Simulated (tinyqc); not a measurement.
Thickness of the second layer from the transmission.

Inverse problem. A two-layer stack carries the voltage V: F1 = V/(t1 + t2 eps1/eps2), F2 = F1 eps1/eps2; U = phi1 - F1 x in layer 1 and phi2 - F1 t1 - F2 (x - t1) in layer 2. T = exp(-S) at E = 0, C = hbar^2/(2 m0). Each layer adds (2/F) sqrt(m/C) [G(u at its left edge) - G(u at its right edge)] to S, with u = U - E (0 where negative) and G(u) = (2/3) u^1.5. Find t2, known to lie between 0.3 and 6 nm, and F1.

Values chosen for this exercise: barrier of layer 1 above the emitter Fermi level at zero bias phi1 = 3.2 eV; tunnelling mass of layer 1 m1 = 0.52 m0; thickness of layer 1 t1 = 0.8 nm; relative permittivity of layer 1 eps1 = 4; barrier of layer 2 at zero bias phi2 = 1.47 eV; tunnelling mass of layer 2 m2 = 0.19 m0; relative permittivity of layer 2 eps2 = 21.3; voltage across the dielectric V = 1.1 V.

Constants: q = 1.602176634e-19 C, hbar = 1.054571817e-34 J s, m0 = 9.1093837015e-31 kg, hbar^2/(2 m0) = 0.0380998212 eV nm^2. Results are converted to the units shown.

T at E = 0 = 9.7739263e-11

Solution. Over that range S rises steadily with t2, so S = -ln T has one root, found by bisection.

t2 = 3.700 nm
F1 = 7.359 MV/cm

Computed by the program tinyqc: `OMP_NUM_THREADS=1 python tinyqc.py 2540108 2540109 out.jsonl`, one thread of a shared Intel Xeon 2.30GHz, about 0.05 s for the whole run.
